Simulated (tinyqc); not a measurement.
# Changing the temperature T

Model: Bloch-Grueneisen resistivity of a metal. Computed by tinyqc, a small Python program. Command: `OMP_NUM_THREADS=1 python tinyqc.py 3012173 3012174 out.jsonl bg sweep`. One thread of a shared host (Intel(R) Xeon(R) Processor @ 2.30GHz), about 0.01 s of CPU time with the checks.

Electrons scatter from a Debye spectrum of phonons (n = 5 for scattering within one band, n = 3 for scattering into a second, heavy band) and from static defects.

Inputs (values chosen for the exercise, modelled on tungsten): exponent n = 3; Debye temperature Theta = 337 K; transport coupling lambda_tr = 0.25; Drude plasma energy hbar w_p = 7 eV; residual resistivity rho_0 = 0.4 microohm cm; saturation resistivity = 62 microohm cm.

Addition: saturation.

Constants: k_B = 1.380649e-23 J/K; hbar = 1.054571817e-34 J s; eps_0 = 8.8541878128e-12 F/m; hbar = 6.582119569e-16 eV s; k_B = 8.617333262e-05 eV/K.

Method:
- rho_ph = (n - 1) rho_1 (T/Theta)^n J_n(Theta/T), with rho_1 = 2 pi lambda_tr k_B Theta/(hbar eps_0 w_p^2), the high-temperature line at T = Theta.
- J_n(y) = int_0^y x^n e^x/(e^x - 1)^2 dx, by 96 Gauss-Legendre points (upper limit at most 60).
- Parallel-resistor saturation: 1/rho = 1/(rho_0 + rho_ph) + 1/rho_sat.
- Temperature coefficient (1/rho) d rho/dT by a central difference of +/- 0.5 K; residual ratio rho(295 K)/rho(4.2 K); scattering time tau = 1/(eps_0 w_p^2 rho); Wiedemann-Franz kappa = L_0 T/rho, L_0 = (pi^2/3)(k_B/e)^2.

One run for each value; columns: (1) temperature T (K); (2) resistivity rho (microohm cm); (3) phonon resistivity rho_ph (microohm cm); (4) temperature coefficient (1e-3/K); (5) Wiedemann-Franz conductivity (W/(m K)):
```
(1)     (2)         (3)     (4)     (5)
10    0.400  2.6083e-03   1.933   61.07
16    0.408  1.0684e-02   4.847   95.81
45    0.620  2.2590e-01  21.780  177.42
74    1.140  7.6174e-01  18.356  158.53
120   2.149  1.8265e+00  10.206  136.40
200   3.814  3.6637e+00   5.165  128.12
330   6.203  6.4923e+00   2.786  129.97
550   9.715  1.1120e+01   1.526  138.31
900  14.411  1.8375e+01   0.844  152.57
```

Give the missing row, temperature T (K) = 27.

Computed row; columns: (1) temperature T (K); (2) resistivity rho (microohm cm); (3) phonon resistivity rho_ph (microohm cm); (4) temperature coefficient (1e-3/K); (5) Wiedemann-Franz conductivity (W/(m K)):
```
(1)    (2)         (3)     (4)     (5)
27   0.448  5.1272e-02  12.480  147.23
```

Interpolating between the two neighbouring rows (the first column on a logarithmic scale, the others too where they are positive) misses most in temperature coefficient (1e-3/K), by 17 %. Over the rows, resistivity rho (microohm cm) rises from 0.400 to 14.4 (exponent d ln y / d ln x 0.042 between the first rows and 0.80 between the last); phonon resistivity rho_ph (microohm cm) rises from 0.00261 to 18.4 (exponent d ln y / d ln x 3.0 between the first rows and 1.0 between the last); temperature coefficient (1e-3/K) goes from 1.93 through a maximum among these rows, 21.8 at 45.0, to 0.844. At the high end the exponent of phonon resistivity rho_ph is 1.02, close to 1: the linear law of classical vibrations.

Caution (rows 45.0, 74.0, 120, 200): below about Theta/2 small-angle phonon scattering degrades heat flow more than charge flow, so a thermal conductivity taken from rho by the Wiedemann-Franz law would be too high.

Extremes, crossings and ranges named in words are read from the listed rows.
